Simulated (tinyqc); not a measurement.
# p-n diode, drift-diffusion by the Gummel loop with Scharfetter-Gummel fluxes: current against voltage in the dark

Abrupt junction at x = 0, p side from -Lp, n side to Ln, ohmic contacts. psi is counted from the intrinsic level; n = ni exp((psi - phin)/Vt), p = ni exp((phip - psi)/Vt). Contacts: p side psi = V - Vt ln(Na/ni), p = Na, n = ni^2/Na; n side psi = Vt ln(Nd/ni), n = Nd, p = ni^2/Nd. Constant mobilities, D = mu Vt, Boltzmann statistics, SRH recombination through a mid-gap level, U = (n p - ni^2)/(tp (n + ni) + tn (p + ni)). Current is positive from the p contact to the n contact.

ni = sqrt(Nc Nv) exp(-Eg/(2 Vt)), Eg in volts. Poisson and both continuity equations are solved self-consistently with Scharfetter-Gummel fluxes on a graded mesh of 500 nodes. J_scr is q times the integral of U between -xp and xn. Ideal diffusion current J_id = q ni^2 [Dn coth(wp/Le)/(Le Na) + Dp coth(wn/Lh)/(Lh Nd)] (exp(V/Vt) - 1), Le = sqrt(Dn tn), Lh = sqrt(Dp tp), wp = Lp - xp, wn = Ln - xn, with xp and xn from the depletion approximation (W = sqrt(2 eps0 eps_r (Vbi - V)(1/Na + 1/Nd)/q), xp = W Nd/(Na + Nd), xn = W Na/(Na + Nd), Vbi = Vt ln(Na Nd/ni^2)). Ideality factor = 0.004 V/(Vt ln[J(V + 0.004 V)/J(V)]). Here G = 0.

Values chosen for this exercise; band and dielectric values close to those of cadmium telluride: temperature T = 300 K; band gap Eg = 1.5 eV; relative permittivity eps_r = 10.3; conduction-band density of states at T Nc = 8.11e17 cm^-3; valence-band density of states at T Nv = 1.78e19 cm^-3; acceptor density of the p side Na = 1.3e16 cm^-3; donor density of the n side Nd = 5.9e15 cm^-3; electron mobility mun = 830 cm^2/(V s); hole mobility mup = 73 cm^2/(V s); SRH lifetime of electrons tn = 2e-7 s; SRH lifetime of holes tp = 4e-10 s; length of the p side Lp = 2.9 um; length of the n side Ln = 2.8 um; uniform generation rate G = 0 cm^-3 s^-1.

Constants: q = 1.602176634e-19 C, kB = 1.380649e-23 J/K, Vt = kB T/q, eps0 = 8.8541878128e-14 F/cm where lengths are in cm. Results are converted to the units shown.

Results:

| V (V) | J (A/cm^2) | ideality factor | J_scr/J (%) | J_id (A/cm^2) | share recombining at the contacts (%) | larger minority/doping at -xp and xn |
|---|---|---|---|---|---|---|
| 0.24 | 2.49e-9 | 1.82 | 100 | 2.79e-14 | 3.79e-4 | 3.80e-16 |
| 0.34 | 1.97e-8 | 1.90 | 100 | 1.33e-12 | 0.00229 | 1.81e-14 |
| 0.44 | 1.51e-7 | 1.90 | 100 | 6.37e-11 | 0.0143 | 8.61e-13 |
| 0.55 | 1.44e-6 | 1.87 | 99.7 | 4.48e-9 | 0.105 | 6.02e-11 |
| 0.76 | 1.40e-4 | 1.62 | 89.7 | 1.51e-5 | 3.60 | 1.99e-7 |
| 0.86 | 0.00189 | 1.35 | 63.7 | 7.20e-4 | 12.7 | 9.38e-6 |
| 0.96 | 0.0412 | 1.20 | 23.3 | 0.0344 | 27.7 | 4.45e-4 |
| 1.07 | 1.33 | 1.25 | 1.71 | 2.42 | 57.6 | 0.0294 |

Estimate the missing row, V = 0.65 V.

Computed row:

| V (V) | J (A/cm^2) | ideality factor | J_scr/J (%) | J_id (A/cm^2) | share recombining at the contacts (%) | larger minority/doping at -xp and xn |
|---|---|---|---|---|---|---|
| 0.65 | 1.18e-5 | 1.80 | 98.3 | 2.14e-7 | 0.607 | 2.86e-9 |

With this row back in the table: J rises from 2.49e-9 to 1.33 A/cm^2; the ideality factor moves up and down between 1.20 and 1.90. Recombination in the depleted layer carries over half of the current up to V = 0.86 V, where the factor is 1.35; it grows roughly as exp(V/2 Vt), so diffusion overtakes it. Where the factor is lowest (V = 0.96 V), J is 20 % above the ideal diffusion current.

Numbers from tinyqc (`OMP_NUM_THREADS=1 python tinyqc.py 2240092 2240093 out.jsonl`; about 0.1 s on one thread of a shared Intel Xeon 2.30GHz).
